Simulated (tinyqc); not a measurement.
Worked calculation: band folding and unfolding in a supercell of a chain. Values are carried at full precision from step to step, so a last printed digit may differ when a step is redone from the rounded ones.

A chain with hopping -t and n = 3 sites a supercell. H(K) has v_j on the diagonal, -t between neighbours and -t exp(2 pi i K) on the bond that closes the cell (from the last site to the first of the next cell). The point K holds the n wave vectors k_m = (K + m)/n of the primitive zone, in 2 pi/a, m = 0 to n - 1, with E0 = -2t cos(2 pi k_m). The unfolding weight of a state c on k_m is |sum_j c_j exp(-2 pi i k_m j)|^2/n, j = 0 to n - 1.

Inputs chosen for the exercise: t = 0.95 eV (hopping); v = (1.37, 0, 0) eV (site energies in the supercell); Kq = 0.27 2 pi/(n a) (wave vector in the small zone).

## Folded levels and Fourier components

List k_m and E0; V_q = (1/n) sum_j v_j exp(-2 pi i q j/n) couples k_m to k_(m+q).

Folded band:
```
m  k_m (2 pi/a)  E0 (eV)
0        0.0900  -1.6042
1        0.4233   1.6838
2        0.7567  -0.0796
```

V_0, V_1, ... (eV): 0.4567  0.4567

## Supercell Hamiltonian

Fill in H(K).

H (eV):
```
                1        2               3
1          1.3700  -0.9500  0.1191+0.9425i
2         -0.9500        0         -0.9500
3  0.1191-0.9425i  -0.9500               0
```

## Levels and unfolding weights

Diagonalise and project each state on the k_m.

levels (eV): -1.3049  0.3345  2.3404

weights:
```
     level 1  level 2  level 3
m=0    0.935    0.040    0.025
m=1    0.009    0.083    0.908
m=2    0.056    0.877    0.067
```

The purest state keeps 93.5 % on one k and the most mixed (level 2) 87.7 %; rows and columns each add to one.

## Moments of the spectral function

For each k_m: mean sum_i W E_i and variance sum_i W E_i^2 less the mean squared. The mean must be E0 plus the average of v, and the variance that of v.

Moments:
```
m  mean (eV)  variance (eV^2)
0     -1.148            0.417
1      2.140            0.417
2      0.377            0.417
```

The average of v is 0.4567 eV and its variance 0.4171 eV^2: the virtual crystal gives the mean, and the variance is the spread of weight over several levels that it leaves out.

## Checks

- Variance of the spectral function against the variance of v: they agree to 1e-10 or better.
- Levels for v = 0 against the folded band: they agree to 1e-10 or better.

(tinyqc, `OMP_NUM_THREADS=1 python tinyqc.py 1482127 1482128 out.jsonl`, Intel(R) Xeon(R) Processor @ 2.30GHz, 1 thread, shared host, about 0.01 s.)
